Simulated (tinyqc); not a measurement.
Inputs raised by 10 %, one at a time: domain walls in a thin film with perpendicular anisotropy: Bloch, Neel and chiral walls, motion and stripe domains. Computed by tinyqc, a small Python program. Command: `OMP_NUM_THREADS=1 python tinyqc.py 3005620 3005621 out.jsonl mwall sens`. One thread of a shared host (Intel(R) Xeon(R) Processor @ 2.30GHz), about 0.02 s of CPU time with the checks.

One-dimensional wall: polar angle theta(x), azimuth phi of the moment in the wall (phi = 0 Neel, 90 degrees Bloch). mu_0 = 1.25663706212e-6 T m/A, gamma = 1.76085963023e11 rad/(s T).

Inputs (values chosen for the exercise, for a model film):

| quantity | value | unit |
|---|---|---|
| saturation magnetisation M_s | 1390 | kA/m |
| exchange stiffness A | 9.4 | pJ/m |
| uniaxial anisotropy K_u | 1300 | kJ/m^3 |
| DMI constant D | 0.41 | mJ/m^2 |
| thickness t | 1.5 | nm |
| damping alpha | 0.014 | - |
| current density J | 0.47 | 1e12 A/m^2 |
| spin Hall angle theta_SH | 0.14 | - |

Drive: spin-orbit torque.

Constants: hbar = 1.054571817e-34 J s; e = 1.602176634e-19 C.

Method:
- K_eff = K_u - mu_0 M_s^2/2; Delta = sqrt(A/K_eff); sigma_0 = 4 sqrt(A K_eff); profile theta = 2 arctan exp(x/Delta); quality factor Q = 2 K_u/(mu_0 M_s^2).
- sigma(phi) = sigma_0 + 2 Delta K_D cos^2(phi) - pi D cos(phi), with the wall shape anisotropy K_D = N_x mu_0 M_s^2/2, N_x = t ln 2/(pi Delta). The minimum has cos(phi) = D/D_N for D < D_N = 4 Delta K_D/pi and phi = 0 beyond; sigma turns negative at D_c = (sigma_0 + 2 Delta K_D)/pi.
- Spin-orbit drive: B_SL = hbar theta_SH J/(2 e M_s t) acts as the field (pi/2) B_SL cos(phi). Steady state: v = (gamma Delta/alpha)(pi/2) B_SL cos(phi) = gamma Delta [B_D sin(phi) - (B_K/2) sin(2 phi)], B_K = 2 K_D/M_s, B_D = pi D/(2 M_s Delta); the root with phi between its rest value and 90 degrees; v saturates at v_D = gamma Delta B_D.

Runs:

| input moved | from | to | width parameter Delta (nm) | D_N (mJ/m^2) | velocity (m/s) | saturation velocity v_D (m/s) |
|---|---|---|---|---|---|---|
| base run | - | - | 10.45 | 0.5115 | 77.84 | 81.59 |
| exchange stiffness A (pJ/m) | 9.4 | 10.34 | 10.96 | 0.5115 | 78.01 | 81.59 |
| uniaxial anisotropy K_u (kJ/m^3) | 1300 | 1430 | 6.60 | 0.5115 | 75.77 | 81.59 |
| DMI constant D (mJ/m^2) | 0.41 | 0.451 | 10.45 | 0.5115 | 85.61 | 89.74 |
| thickness t (nm) | 1.5 | 1.65 | 10.45 | 0.5627 | 77.10 | 81.59 |
| damping alpha | 0.014 | 0.0154 | 10.45 | 0.5115 | 77.48 | 81.59 |
| spin Hall angle theta_SH | 0.14 | 0.154 | 10.45 | 0.5115 | 78.17 | 81.59 |

Exponents ln(y'/y) / ln(x'/x):

| input | width parameter Delta | D_N | velocity | saturation velocity v_D |
|---|---|---|---|---|
| exchange stiffness A | 0.50 | 0 | 0.023 | 0 |
| uniaxial anisotropy K_u | -4.83 | 0 | -0.283 | 0 |
| DMI constant D | 0.00 | 0 | 0.999 | 1 |
| thickness t | 0.00 | 1 | -0.101 | 0 |
| damping alpha | 0.00 | 0 | -0.049 | 0 |
| spin Hall angle theta_SH | 0.00 | 0 | 0.044 | 0 |

Which inputs matter most for each result?

Among the inputs moved here: width parameter Delta answers most in size to uniaxial anisotropy K_u (exponent -4.830), next to exchange stiffness A (+0.500); its exponent is below 0.0005 for DMI constant D, thickness t, damping alpha, spin Hall angle theta_SH. Its exponent +0.500 in exchange stiffness A: sqrt(A/K). D_N answers most in size to thickness t (exponent +1.000); its exponent is below 0.0005 for exchange stiffness A, uniaxial anisotropy K_u, DMI constant D, damping alpha, spin Hall angle theta_SH. velocity answers most in size to DMI constant D (exponent +0.999), next to uniaxial anisotropy K_u (-0.283). Saturation velocity v_D answers most in size to DMI constant D (exponent +1.000); its exponent is below 0.0005 for exchange stiffness A, uniaxial anisotropy K_u, thickness t, damping alpha, spin Hall angle theta_SH. Its exponent +1.000 in DMI constant D: v_D = pi gamma D/(2 M_s).

Caution (all rows): pinning, heating and tilting of the wall are left out.
